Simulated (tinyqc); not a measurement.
Band edges of strained Si(1-x)Ge(x) on relaxed Si(1-y)Ge(y): sweeps and comparisons. A value that a table varies takes the place of the one given here.

Values are linear in the Ge fraction but for ED(x) = linear - CD x (1 - x) and a(x) = linear - Ca x (1 - x). Energies are on the common scale of Ev.

Coherent growth on a (110) face: e_par = (a(y) - a(x))/a(x), e_perp = -(C11 + 3 C12 - 2 C44)/(C11 + C12 + 2 C44) e_par; exx = eyy = (e_par + e_perp)/2, ezz = e_par, exy = (e_perp - e_par)/2, eyz = ezx = 0.

A valley with unit axis u lies at Ev + gap + (av + a_valley) tr(e) + Xu (u.e.u - tr(e)/3); the Delta axes are x, y, z and the L axes [111], [1-1-1], [-11-1], [-1-11]. The second-order shift of the Delta valleys under shear is left out; it lowers the pair normal to the sheared plane by tens of meV at a shear of 1 %.

Valence edges: Ev plus the levels of the 6 x 6 matrix of X, Y, Z times spin with -Dso/3 + l exx + m (eyy + ezz) on the diagonal (cyclic), n exy off it, l = av + 2 b, m = av - b, n = sqrt(3) d. Spin-orbit term (Dso/3) L.sigma on X, Y, Z with (L_k)_ij = -i epsilon_kij: <X+|H|Y+> = -i Dso/3, <X+|H|Z-> = Dso/3, <Y+|H|Z-> = -i Dso/3, <Z+|H|X-> = -Dso/3, <Z+|H|Y-> = i Dso/3, <X-|H|Y-> = i Dso/3, and their conjugates; + and - are the spin along z.

Coherent growth: e_par = (a(y) - a(x))/a(x). (001): e_perp = -2 (C12/C11) e_par; exx = eyy = e_par, ezz = e_perp, no shear. (111): e_perp = -(2 C11 + 4 C12 - 4 C44)/(C11 + 2 C12 + 4 C44) e_par; exx = eyy = ezz = (2 e_par + e_perp)/3 and exy = eyz = ezx = (e_perp - e_par)/3. (110): e_perp = -(C11 + 3 C12 - 2 C44)/(C11 + C12 + 2 C44) e_par; exx = eyy = (e_par + e_perp)/2, ezz = e_par, exy = (e_perp - e_par)/2, eyz = ezx = 0.

Inputs chosen for the exercise (end members near Si and Ge, in this order; shifted at random, so the results belong to these values and not to a real crystal):
- a = (5.437, 5.655) angstrom (lattice constant)
- Dso = (0.044, 0.287) eV (spin-orbit splitting)
- av = (2.45, 1.22) eV (valence hydrostatic potential)
- b = (-2.07, -2.55) eV (tetragonal shear potential)
- d = (-4.8, -5.28) eV (trigonal shear potential)
- C11 = (167.8, 127) GPa
- C12 = (63.4, 47.7) GPa
- C44 = (79.1, 65.9) GPa
- Ev = (0, 0.72) eV (top of the unstrained valence band)
- ED = (1.162, 0.916) eV (gap to the Delta valleys)
- EL = (1.986, 0.753) eV (gap to the L valleys)
- aD = (1.65, 1.24) eV (hydrostatic potential of the Delta gap)
- aL = (-3.07, -2.73) eV (hydrostatic potential of the L gap)
- XuD = (9.51, 9.05) eV (uniaxial potential, Delta)
- XuL = (15.96, 15.55) eV (uniaxial potential, L)
- CD = 0.225 eV (bowing of the Delta gap)
- Ca = 0 angstrom (bowing of the lattice constant)
- face = 110 (growth face)
- y = 0.33 (Ge fraction of the relaxed buffer)
- x = 0 (Ge fraction of the layer)

## Composition of the layer

The buffer is kept. dEc = Ec(buffer) - Ec(layer), dEv = Ev(layer) - Ev(buffer); buffer edges Ev(y) and Ev(y) + min(ED, EL). The digit behind Delta or L counts whole valleys.

Results:
```
x,e_par (%),lowest valleys,gap (eV),next valleys above (meV),valence splitting (meV),dEc (eV),dEv (eV)
0.00,1.32,Delta4,1.071,95,141,0.058,-0.098
0.13,0.80,Delta4,1.057,57,79,0.043,-0.069
0.25,0.32,Delta4,1.043,22,28,0.020,-0.032
0.38,-0.20,Delta2,0.994,14,15,-0.001,0.038
0.50,-0.67,Delta2,0.910,46,45,-0.010,0.132
0.63,-1.17,Delta2,0.827,80,71,-0.031,0.235
0.75,-1.63,Delta2,0.759,110,92,-0.061,0.333
0.88,-2.13,Delta2,0.694,45,113,-0.105,0.442
```

What does this show, and why?

The gap is 1.071 eV in the first row and 0.694 eV in the last. The lowest valleys change: Delta4 to Delta2 between x = 0.25 and 0.38. Per 0.1 of x the valence offset moves by +61 meV on average; the conduction offset lies between -105 and +58 meV. Electrons and holes sit on opposite sides in every row (type II). Offsets below about 30 meV are within the spread of parameter sets, so those rows do not settle the type. Strains above 2 % can be kept only in layers of a few nanometres.

## Composition of the buffer

The layer is kept. dEc = Ec(buffer) - Ec(layer), dEv = Ev(layer) - Ev(buffer); buffer edges Ev(y) and Ev(y) + min(ED, EL). The digit behind Delta or L counts whole valleys.

Results:
```
y,e_par (%),lowest valleys,gap (eV),next valleys above (meV),valence splitting (meV),dEc (eV),dEv (eV)
0.08,0.32,Delta4,1.144,23,30,0.009,-0.028
0.16,0.64,Delta4,1.122,46,65,0.022,-0.052
0.24,0.96,Delta4,1.098,69,100,0.037,-0.074
0.31,1.24,Delta4,1.077,89,132,0.053,-0.092
0.39,1.56,Delta4,1.053,113,167,0.074,-0.114
0.47,1.88,Delta4,1.028,136,203,0.097,-0.135
0.55,2.21,Delta4,1.003,159,239,0.123,-0.156
```

What does this show, and why?

The gap is 1.144 eV in the first row and 1.003 eV in the last. The lowest valleys are Delta4 throughout. Per 0.1 of y the valence offset moves by -27 meV on average; the conduction offset lies between +9 and +123 meV. Electrons and holes sit on opposite sides in every row (type II). Offsets below about 30 meV are within the spread of parameter sets, so those rows do not settle the type. Strains above 2 % can be kept only in layers of a few nanometres.

## The same layer on three faces

dEc = Ec(buffer) - Ec(layer), dEv = Ev(layer) - Ev(buffer); buffer edges Ev(y) and Ev(y) + min(ED, EL). The digit behind Delta or L counts whole valleys.

Results:
```
face,e_par (%),lowest valleys,gap (eV),next valleys above (meV),valence splitting (meV),dEc (eV),dEv (eV),Delta spread (meV),L spread (meV)
(001),1.32,Delta2,0.958,221,132,0.186,-0.113,221,0
(111),1.32,Delta6,1.102,523,147,0.022,-0.093,0,272
(110),1.32,Delta4,1.071,95,141,0.058,-0.098,95,213
```

How do the results move?

On (001) only the Delta valleys split (221 meV), on (111) only the L valleys (272 meV), on (110) both (95 and 213 meV). The lowest valleys are Delta2 on (001), Delta6 on (111) and Delta4 on (110); the smallest gap is 0.958 eV on (001) and the largest 1.102 eV on (111).

## What each parameter does

dEc = Ec(buffer) - Ec(layer), dEv = Ev(layer) - Ev(buffer); buffer edges Ev(y) and Ev(y) + min(ED, EL). Each row changes one parameter from the base and keeps the others.

Results:
```
case,gap (eV),valence splitting (meV),dEc (eV),dEv (eV)
base,1.0710,140.6,0.0577,-0.0976
x = 0.03,1.0675,126.3,0.0553,-0.0917
y = 0.36,1.0618,154.1,0.0654,-0.1056
CD = 0.275 eV,1.0710,140.6,0.0467,-0.0976
"XuD = (10.936, 10.408) eV",1.0662,140.6,0.0625,-0.0976
"d = (-5.52, -6.072) eV",1.0587,155.1,0.0577,-0.0854
"Dso = (0.051, 0.33) eV",1.0725,139.5,0.0577,-0.0992
"aL = (-3.53, -3.14) eV",1.0710,140.6,0.0577,-0.0976
"C12 = (72.91, 54.855) GPa",1.0644,146.4,0.0622,-0.0956
```

What can be read from the table?

The largest shifts from the base row, up to three for each result and ties (the steps differ in size, so this ranks the rows, not the parameters). gap (eV): d -0.0123, y -0.0092, C12 -0.0065; unchanged at the printed digits by CD and aL. valence splitting (meV): d +14.5, x -14.3, y +13.4; unchanged at the printed digits by CD, XuD and aL. dEc (eV): CD -0.0111, y +0.0077, XuD +0.0048; unchanged at the printed digits by d, Dso and aL. dEv (eV): d +0.0123, y -0.0080, x +0.0059; unchanged at the printed digits by CD, XuD and aL. The lowest valleys of the layer are Delta4, so among the conduction-band potentials only those of that family reach the gap and dEc; the buffer is unstrained. A shift large enough to swap the lowest family would change that.

Run: tinyqc, `OMP_NUM_THREADS=1 python tinyqc.py 1081063 1081064 out.jsonl`; Intel(R) Xeon(R) Processor @ 2.30GHz, one thread, shared host; about 0.01 s of CPU time with all checks.
